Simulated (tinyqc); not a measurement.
Sublattice potential against complex hopping: Haldane model. Computed by the program tinyqc. H_AA = delta - 2 t2 sum cos(k.b + phi), H_BB = -delta - 2 t2 sum cos(k.b - phi), H_AB = -t1 (1 + exp(-i k.a1) + exp(-i k.a2)), b = a1, a2 - a1, -a2, m = 3 sqrt3 t2 sin(phi); the sign of the Chern number follows the orientation k1 then k2.

Honeycomb lattice:

| parameter | value |
|---|---|
| t1 (eV) | 1.570000 |
| t2 (eV) | 0.280000 |
| phi (rad) | -1.130000 |

Gaps at the two valleys (eV) and Chern number of the lower band (12 x 12 mesh):

| delta | gap 2\|delta - m\| | gap 2\|delta + m\| | Chern number |
|---|---|---|---|
| -2.3680 | 2.1043 | 7.3677 | 0 |
| -1.7110 | 0.7903 | 6.0537 | 0 |
| -0.7890 | 1.0537 | 4.2097 | 1 |
| 0.0000 | 2.6317 | 2.6317 | 1 |
| 0.5260 | 3.6837 | 1.5797 | 1 |
| 0.9870 | 4.6057 | 0.6577 | 1 |
| 1.6450 | 5.9217 | 0.6583 | 0 |
| 2.6320 | 7.8957 | 2.6323 | 0 |

What does the comparison show, and why?

Here |m| = 1.3158 eV. For |delta| < |m| the two valleys have masses of opposite sign and the Chern number is +/-1; one gap closes at |delta| = |m|, and beyond it the band is trivial.
